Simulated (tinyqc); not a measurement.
Worked calculation: plane-wave Kohn-Sham cycle with exchange-only LDA in a layered model solid. One step of it, computed by the program tinyqc.

Task: Iteration 1: potential. V_H(G) = 4 pi rho(G)/G^2 for G != 0 (uniform background); v_x = -(3 rho/pi)^(1/3); V = V_ext + V_H + v_x; Fourier components f(G_m) = (1/N) sum_j f(x_j) exp(-i G_m x_j).

A solid whose potential varies along x alone (atomic units):
```
parameter                      value
period a                    6.600000
cross-section of the cell  19.000000
electrons per cell                 2
grid points                       16
plane waves -n..n, n               3
k points                           2
V1 in V1 cos(2 pi x/a)     -0.680000
V2 in V2 cos(4 pi x/a)      0.020000
```

density at the start, on the grid x_j = j a/N (e/bohr^3): 0.01594896  0.01594896  0.01594896  0.01594896  0.01594896  0.01594896  0.01594896  0.01594896  0.01594896  0.01594896  0.01594896  0.01594896  0.01594896  0.01594896  0.01594896  0.01594896

Give: Potentials on the grid; V(G_m), m = 0, 1, 2, ....

Result:

Potentials on the grid (hartree):
```
x         V_ext     V_H      v_x        V
0.0000  -0.6600  0.0000  -0.2479  -0.9079
0.4125  -0.6141  0.0000  -0.2479  -0.8620
0.8250  -0.4808  0.0000  -0.2479  -0.7287
1.2375  -0.2744  0.0000  -0.2479  -0.5222
1.6500  -0.0200  0.0000  -0.2479  -0.2679
2.0625   0.2461  0.0000  -0.2479  -0.0018
2.4750   0.4808  0.0000  -0.2479   0.2330
2.8875   0.6424  0.0000  -0.2479   0.3945
3.3000   0.7000  0.0000  -0.2479   0.4521
3.7125   0.6424  0.0000  -0.2479   0.3945
4.1250   0.4808  0.0000  -0.2479   0.2330
4.5375   0.2461  0.0000  -0.2479  -0.0018
4.9500  -0.0200  0.0000  -0.2479  -0.2679
5.3625  -0.2744  0.0000  -0.2479  -0.5222
5.7750  -0.4808  0.0000  -0.2479  -0.7287
6.1875  -0.6141  0.0000  -0.2479  -0.8620
```

V(G_m), m = 0, 1, 2, ... (hartree): -0.2479  -0.3400  0.0100  0.0000  0.0000  0.0000  0.0000
